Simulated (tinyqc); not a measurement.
# Inputs raised by 5 %, one at a time

Model: thermal, flicker and telegraph noise of a field-effect transistor. Computed by tinyqc, a small Python program. Command: `OMP_NUM_THREADS=1 python tinyqc.py 3030211 3030212 out.jsonl noise sens`. One thread of a shared host (Intel(R) Xeon(R) Processor @ 2.30GHz), about 0.01 s of CPU time with the checks.

Strong inversion, threshold roll-off and channel-length modulation left out; noise sources are uncorrelated and are given as one-sided spectral densities.

Inputs (values chosen for the exercise, modelled on a silicon n-channel):
```
quantity,value,unit
width W,0.92,micrometre
length L,67,nm
electrical oxide thickness t,3.7,nm
mobility mu,260,cm^2/(V s)
saturation velocity v_s,0.73,1e7 cm/s
overdrive V_ov,0.54,V
thermal noise factor gamma,1.2,-
oxide trap density N_t,5.5e+17,1/(eV cm^3)
oxide barrier phi,2.9,eV
oxide mass m_ox,0.22,m_0
frequency f,60000,Hz
temperature T,300,K
```

Operating region: saturation. Flicker model: number fluctuation.

Constants: eps_0 = 8.8541878128e-12 F/m; hbar = 1.054571817e-34 J s; m_0 = 9.1093837015e-31 kg; e = 1.602176634e-19 C; k_B = 8.617333262e-05 eV/K; k_B = 1.380649e-23 J/K.

Method:
- C_ox = 3.9 eps_0/t; V_c = 2 v_s L/mu; I = W C_ox v_s V_ov^2/(V_ov + V_c); g_m = W C_ox v_s V_ov (V_ov + 2 V_c)/(V_ov + V_c)^2; g_d0 = mu C_ox (W/L) V_ov.
- Tunnelling length lambda = hbar/(2 sqrt(2 m_ox phi)); flat-band noise S_Vfb = e^2 k_B T lambda N_t/(W L C_ox^2 f). S_I = g_m^2 S_Vfb.
- Thermal: S_I = 4 k_B T gamma g_d0; input-referred S_V = S_I/g_m^2; corner f_c where flicker equals thermal.
- Total input noise from 1 Hz to f_c: sqrt(S_V,thermal [f_c ln(f_c/1 Hz) + f_c - 1 Hz]).

Runs:
```
input moved,from,to,corner frequency f_c (Hz),input-referred thermal noise (nV/sqrt(Hz)),input noise up to f_c (microvolt),g_m (microsiemens)
base run,-,-,6.3056e+07,11.477,396.84,521.10
width W (micrometre),0.92,0.966,6.3056e+07,11.201,387.28,547.16
length L (nm),67,70.35,6.1566e+07,11.336,387.04,514.91
electrical oxide thickness t (nm),3.7,3.885,6.6208e+07,11.761,417.22,496.29
mobility mu (cm^2/(V s)),260,273,6.1435e+07,11.628,396.57,527.07
overdrive V_ov (V),0.54,0.567,6.1435e+07,11.628,396.57,527.07
temperature T (K),300,315,6.3056e+07,11.761,406.64,521.10
oxide barrier phi (eV),2.9,3.045,6.1536e+07,11.477,391.78,521.10
```

Exponents ln(y'/y) / ln(x'/x):
```
input,corner frequency f_c,input-referred thermal noise,input noise up to f_c,g_m
width W,0.000,-0.500,-0.500,1.000
length L,-0.490,-0.255,-0.513,-0.245
electrical oxide thickness t,1.000,0.500,1.026,-1.000
mobility mu,-0.534,0.267,-0.014,0.233
overdrive V_ov,-0.534,0.267,-0.014,0.233
temperature T,0.000,0.500,0.500,0.000
oxide barrier phi,-0.500,0.000,-0.263,0.000
```

To which inputs is each result most sensitive?

Among the inputs moved here: corner frequency f_c answers most in size to electrical oxide thickness t (exponent +1.000), next to mobility mu (-0.534); its exponent is below 0.0005 for width W, temperature T. Its exponent 0.000 in width W: both noises scale as 1/W at the input. Input-referred thermal noise answers most in size to width W (exponent -0.500), and about equally to electrical oxide thickness t (+0.500), temperature T (+0.500); its exponent is below 0.0005 for oxide barrier phi. Its exponent -0.500 in width W: parallel devices average. Input noise up to f_c answers most in size to electrical oxide thickness t (exponent +1.026), next to length L (-0.513). g_m answers most in size to width W (exponent +1.000), and about equally to electrical oxide thickness t (-1.000); its exponent is below 0.0005 for temperature T, oxide barrier phi.

Caution (all rows): fewer than one trap per decade of time constant is active, so one device shows telegraph steps and the 1/f law is only a mean over many devices.
